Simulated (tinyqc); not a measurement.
# Length offset and series resistance from crossing lines

Inverse problem. R_total = Rs + k (L - dL)/Vo with constant Rs, dL and k. Find k, dL and Rs.

R_total at (L, Vo) = (40, 0.37), (120, 0.37), (40, 0.75) and (120, 0.75), L in nm and Vo in V (ohm um): 241.10811  651.91892  162.01333  364.68000

Solution. At each overdrive R is a straight line in L with slope k/Vo; the two lines cross at L = dL, R = Rs.

k = 1.900 ohm um V/nm
dL = 9.600 nm
Rs = 85.00 ohm um

Computed by the program tinyqc: `OMP_NUM_THREADS=1 python tinyqc.py 2282223 2282224 out.jsonl`, one thread of a shared Intel Xeon 2.30GHz, about 0.03 s for the whole run.
